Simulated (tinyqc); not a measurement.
Four-point probe, van der Pauw, Hall and spreading-resistance readings of a semiconductor layer: one step, computed by the program tinyqc.

The layer is uniform and ohmic; contacts are points unless a radius is given.

Question. Hall reading. V_H = r_H I B/(e n t); apparent density n/r_H; Hall mobility r_H mu; Hall angle tan = r_H mu B (SI).

Inputs (values chosen for the exercise, modelled on p-type silicon): carrier density n = 4.5e+16 1/cm^3; drift mobility mu = 307 cm^2/(V s); layer thickness t = 1500 micrometre; current I = 0.2 mA; magnetic field B = 0.53 T; Hall factor r_H = 0.8.

Backing of the layer: insulating.

Constants: e = 1.602176634e-19 C.

Give: Hall voltage; apparent density; Hall mobility; tangent of the Hall angle.

Answer.

Hall voltage = 0.007841 mV

apparent density = 5.625e+16 1/cm^3

Hall mobility = 245.6 cm^2/(V s)

tangent of the Hall angle = 0.01302
